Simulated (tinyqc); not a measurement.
sp3s* tight binding: one step. The Hamiltonian without spin-orbit coupling. Five cases, with inputs chosen for the exercise.

Task: Fill in the 10 x 10 matrix.

sp3s* tight binding, nearest neighbours only: anion (a) at 0, cation (c) at a/4 (1,1,1), orbitals s, px, py, pz, s* on each; k in units of 2 pi/a. With phases e_j = exp(i (pi/2) k.n_j) for n = (1,1,1), (1,-1,-1), (-1,1,-1), (-1,-1,1): g0 = (e1+e2+e3+e4)/4, g1 = (e1+e2-e3-e4)/4, g2 = (e1-e2+e3-e4)/4, g3 = (e1-e2-e3+e4)/4. The diagonal holds the levels Esa, Epa, Exa (s*) and Esc, Epc, Exc. Anion-cation block: <sa|sc> = Vss g0; <sa|xc> = Vsapc g1; <xa|sc> = -Vscpa g1; <xa|xc> = Vxx g0; <xa|yc> = <ya|xc> = Vxy g3, <xa|zc> = <za|xc> = Vxy g2, <ya|zc> = <za|yc> = Vxy g1; <s*a|xc> = Vxapc g1; <xa|s*c> = -Vpaxc g1; y and z take g2 and g3 in place of g1; s-s* and s*-s* vanish.

Give: H(k).

Case 1.

Values chosen (near a published set for SiC, fitted to gaps, whose masses and valley positions are rough; spin-orbit coupling, where it is added without a refit, lifts the valence top and shrinks all gaps by about a third of the splitting; the results hold for these values, not for the real material): Esa = -8.441 eV (s level of the anion); Epa = 2.119 eV (p level of the anion); Esc = -4.819 eV (s level of the cation); Epc = 4.319 eV (p level of the cation); Exa = 9.727 eV (s* level of the anion); Exc = 9.319 eV (s* level of the cation); Vss = -12.381 eV (s-s); Vxx = 3.024 eV (px-px); Vxy = 5.885 eV (px-py); Vsapc = 9.436 eV (s anion, p cation); Vscpa = 9.198 eV (s cation, p anion); Vxapc = 8.669 eV (s* anion, p cation); Vpaxc = 4.425 eV (p anion, s* cation).

g0, g1, g2, g3: 0.9581576-0.0012839i  -0.0408558+0.0301113i  -0.0057440+0.2141736i  -0.0067307+0.1827783i

Result:

H(k) (eV):
```
                   sa               xa               ya               za              s*a                sc
sa            -8.4410                0                0                0                0  -11.8629+0.0159i
xa                  0           2.1190                0                0                0    0.3758-0.2770i
ya                  0                0           2.1190                0                0    0.0528-1.9700i
za                  0                0                0           2.1190                0    0.0619-1.6812i
s*a                 0                0                0                0           9.7270                 0
sc   -11.8629-0.0159i   0.3758+0.2770i   0.0528+1.9700i   0.0619+1.6812i                0           -4.8190
xc    -0.3855-0.2841i   2.8975+0.0039i  -0.0396-1.0757i  -0.0338-1.2604i  -0.3542-0.2610i                 0
yc    -0.0542-2.0209i  -0.0396-1.0757i   2.8975+0.0039i  -0.2404-0.1772i  -0.0498-1.8567i                 0
zc    -0.0635-1.7247i  -0.0338-1.2604i  -0.2404-0.1772i   2.8975+0.0039i  -0.0583-1.5845i                 0
s*c                 0   0.1808+0.1332i   0.0254+0.9477i   0.0298+0.8088i                0                 0

                  xc               yc               zc             s*c
sa   -0.3855+0.2841i  -0.0542+2.0209i  -0.0635+1.7247i               0
xa    2.8975-0.0039i  -0.0396+1.0757i  -0.0338+1.2604i  0.1808-0.1332i
ya   -0.0396+1.0757i   2.8975-0.0039i  -0.2404+0.1772i  0.0254-0.9477i
za   -0.0338+1.2604i  -0.2404+0.1772i   2.8975-0.0039i  0.0298-0.8088i
s*a  -0.3542+0.2610i  -0.0498+1.8567i  -0.0583+1.5845i               0
sc                 0                0                0               0
xc            4.3190                0                0               0
yc                 0           4.3190                0               0
zc                 0                0           4.3190               0
s*c                0                0                0          9.3190
```

Case 2.

Values chosen (near a published set for Ge, fitted to gaps, whose masses and valley positions are rough; the results hold for these values, not for the real material): Esa = -5.954 eV (s level of the anion); Epa = 1.598 eV (p level of the anion); Esc = -5.954 eV (s level of the cation); Epc = 1.598 eV (p level of the cation); Exa = 6.298 eV (s* level of the anion); Exc = 6.298 eV (s* level of the cation); Vss = -6.852 eV (s-s); Vxx = 1.602 eV (px-px); Vxy = 4.86 eV (px-py); Vsapc = 5.487 eV (s anion, p cation); Vscpa = 5.487 eV (s cation, p anion); Vxapc = 5.167 eV (s* anion, p cation); Vpaxc = 5.167 eV (p anion, s* cation).

g0, g1, g2, g3: 0.9876883  0.1564345i  0.0000000  0.0000000

Result:

H(k) (eV):
```
           sa       xa        ya        za       s*a        sc       xc       yc       zc       s*c
sa    -5.9540        0         0         0         0   -6.7676  0.8584i        0        0         0
xa          0   1.5980         0         0         0  -0.8584i   1.5823        0        0  -0.8083i
ya          0        0    1.5980         0         0         0        0   1.5823  0.7603i         0
za          0        0         0    1.5980         0         0        0  0.7603i   1.5823         0
s*a         0        0         0         0    6.2980         0  0.8083i        0        0         0
sc    -6.7676  0.8584i         0         0         0   -5.9540        0        0        0         0
xc   -0.8584i   1.5823         0         0  -0.8083i         0   1.5980        0        0         0
yc          0        0    1.5823  -0.7603i         0         0        0   1.5980        0         0
zc          0        0  -0.7603i    1.5823         0         0        0        0   1.5980         0
s*c         0  0.8083i         0         0         0         0        0        0        0    6.2980
```

Case 3.

Values chosen (near a published set for GaAs, fitted to gaps, whose masses and valley positions are rough; spin-orbit coupling, where it is added without a refit, lifts the valence top and shrinks all gaps by about a third of the splitting; the results hold for these values, not for the real material): Esa = -8.403 eV (s level of the anion); Epa = 1.04 eV (p level of the anion); Esc = -2.671 eV (s level of the cation); Epc = 3.655 eV (p level of the cation); Exa = 8.571 eV (s* level of the anion); Exc = 6.745 eV (s* level of the cation); Vss = -6.423 eV (s-s); Vxx = 1.952 eV (px-px); Vxy = 5.043 eV (px-py); Vsapc = 4.453 eV (s anion, p cation); Vscpa = 5.801 eV (s cation, p anion); Vxapc = 4.861 eV (s* anion, p cation); Vpaxc = 4.845 eV (p anion, s* cation).

g0, g1, g2, g3: 0.7289686  0.6845471i  0.0000000  0.0000000

Result:

H(k) (eV):
```
           sa       xa        ya        za       s*a        sc       xc       yc       zc       s*c
sa    -8.4030        0         0         0         0   -4.6822  3.0483i        0        0         0
xa          0   1.0400         0         0         0  -3.9711i   1.4229        0        0  -3.3166i
ya          0        0    1.0400         0         0         0        0   1.4229  3.4522i         0
za          0        0         0    1.0400         0         0        0  3.4522i   1.4229         0
s*a         0        0         0         0    8.5710         0  3.3276i        0        0         0
sc    -4.6822  3.9711i         0         0         0   -2.6710        0        0        0         0
xc   -3.0483i   1.4229         0         0  -3.3276i         0   3.6550        0        0         0
yc          0        0    1.4229  -3.4522i         0         0        0   3.6550        0         0
zc          0        0  -3.4522i    1.4229         0         0        0        0   3.6550         0
s*c         0  3.3166i         0         0         0         0        0        0        0    6.7450
```

Case 4.

Values chosen (near a published set for GaAs, fitted to gaps, whose masses and valley positions are rough; the results hold for these values, not for the real material): Esa = -8.32 eV (s level of the anion); Epa = 1.034 eV (p level of the anion); Esc = -2.676 eV (s level of the cation); Epc = 3.69 eV (p level of the cation); Exa = 8.556 eV (s* level of the anion); Exc = 6.783 eV (s* level of the cation); Vss = -6.463 eV (s-s); Vxx = 1.957 eV (px-px); Vxy = 5.1 eV (px-py); Vsapc = 4.466 eV (s anion, p cation); Vscpa = 5.781 eV (s cation, p anion); Vxapc = 4.807 eV (s* anion, p cation); Vpaxc = 4.807 eV (p anion, s* cation).

g0, g1, g2, g3: 0.8329209-0.0388679i  -0.1079598+0.2998700i  -0.1079598+0.2998700i  -0.1079598+0.2998700i

Result:

H(k) (eV):
```
                  sa               xa               ya               za              s*a               sc
sa           -8.3200                0                0                0                0  -5.3832+0.2512i
xa                 0           1.0340                0                0                0   0.6241-1.7335i
ya                 0                0           1.0340                0                0   0.6241-1.7335i
za                 0                0                0           1.0340                0   0.6241-1.7335i
s*a                0                0                0                0           8.5560                0
sc   -5.3832-0.2512i   0.6241+1.7335i   0.6241+1.7335i   0.6241+1.7335i                0          -2.6760
xc   -0.4821-1.3392i   1.6300+0.0761i  -0.5506-1.5293i  -0.5506-1.5293i  -0.5190-1.4415i                0
yc   -0.4821-1.3392i  -0.5506-1.5293i   1.6300+0.0761i  -0.5506-1.5293i  -0.5190-1.4415i                0
zc   -0.4821-1.3392i  -0.5506-1.5293i  -0.5506-1.5293i   1.6300+0.0761i  -0.5190-1.4415i                0
s*c                0   0.5190+1.4415i   0.5190+1.4415i   0.5190+1.4415i                0                0

                  xc               yc               zc             s*c
sa   -0.4821+1.3392i  -0.4821+1.3392i  -0.4821+1.3392i               0
xa    1.6300-0.0761i  -0.5506+1.5293i  -0.5506+1.5293i  0.5190-1.4415i
ya   -0.5506+1.5293i   1.6300-0.0761i  -0.5506+1.5293i  0.5190-1.4415i
za   -0.5506+1.5293i  -0.5506+1.5293i   1.6300-0.0761i  0.5190-1.4415i
s*a  -0.5190+1.4415i  -0.5190+1.4415i  -0.5190+1.4415i               0
sc                 0                0                0               0
xc            3.6900                0                0               0
yc                 0           3.6900                0               0
zc                 0                0           3.6900               0
s*c                0                0                0          6.7830
```

Case 5.

Values chosen (near a published set for Si, fitted to gaps, whose masses and valley positions are rough; the results hold for these values, not for the real material): Esa = -4.182 eV (s level of the anion); Epa = 1.721 eV (p level of the anion); Esc = -4.182 eV (s level of the cation); Epc = 1.721 eV (p level of the cation); Exa = 6.668 eV (s* level of the anion); Exc = 6.668 eV (s* level of the cation); Vss = -8.362 eV (s-s); Vxx = 1.721 eV (px-px); Vxy = 4.609 eV (px-py); Vsapc = 5.733 eV (s anion, p cation); Vscpa = 5.733 eV (s cation, p anion); Vxapc = 5.394 eV (s* anion, p cation); Vpaxc = 5.394 eV (p anion, s* cation).

g0, g1, g2, g3: 0.9704404  0.1693690i  0.1693690i  -0.0295596

Result:

H(k) (eV):
```
           sa        xa        ya        za       s*a        sc       xc       yc       zc       s*c
sa    -4.1820         0         0         0         0   -8.1148  0.9710i  0.9710i  -0.1695         0
xa          0    1.7210         0         0         0  -0.9710i   1.6701  -0.1362  0.7806i  -0.9136i
ya          0         0    1.7210         0         0  -0.9710i  -0.1362   1.6701  0.7806i  -0.9136i
za          0         0         0    1.7210         0    0.1695  0.7806i  0.7806i   1.6701    0.1594
s*a         0         0         0         0    6.6680         0  0.9136i  0.9136i  -0.1594         0
sc    -8.1148   0.9710i   0.9710i    0.1695         0   -4.1820        0        0        0         0
xc   -0.9710i    1.6701   -0.1362  -0.7806i  -0.9136i         0   1.7210        0        0         0
yc   -0.9710i   -0.1362    1.6701  -0.7806i  -0.9136i         0        0   1.7210        0         0
zc    -0.1695  -0.7806i  -0.7806i    1.6701   -0.1594         0        0        0   1.7210         0
s*c         0   0.9136i   0.9136i    0.1594         0         0        0        0        0    6.6680
```

Computed by tinyqc, one run a case: `OMP_NUM_THREADS=1 python tinyqc.py N N+1 out.jsonl` with N = 1481001, 1481448, 1481676, 1481708, 1481771; one thread of a shared Intel(R) Xeon(R) Processor @ 2.30GHz, about 0.2 s a run at most.
